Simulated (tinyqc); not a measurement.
Mobility of a non-polar semiconductor in the relaxation-time approximation: one step, computed by the program tinyqc. Command: `OMP_NUM_THREADS=1 python tinyqc.py 3018610 3018611 out.jsonl rta walk`. One thread of a shared host (Intel(R) Xeon(R) Processor @ 2.30GHz), about 0.01 s of CPU time with the checks.

Each valley is treated as a sphere of mass m_d for states and rates, with one isotropic relaxation time; the conductivity mass m_c sets the current.

Task: Masses. m_d = (m_l m_t^2)^(1/3); 1/m_c = (1/m_l + 2/m_t)/3; Hall mass factor A = 3 K_m (K_m + 2)/(2 K_m + 1)^2, K_m = m_l/m_t; N_I = n (1 + C)/(1 - C).

Inputs (values chosen for the exercise, modelled on electrons in germanium): longitudinal mass m_l = 1.59 m_0; transverse mass m_t = 0.0825 m_0; carrier density n = 2.2e+14 1/cm^3; compensation ratio C = 0.

Band: parabolic. Impurity formula: Conwell-Weisskopf. Further scattering: none.

Give: density-of-states mass m_d; conductivity mass m_c; Hall mass factor A; ionised impurity density N_I.

Result:

density-of-states mass m_d = 0.2212 m_0

conductivity mass m_c = 0.1206 m_0

Hall mass factor A = 0.7865

ionised impurity density N_I = 2.20e+14 1/cm^3
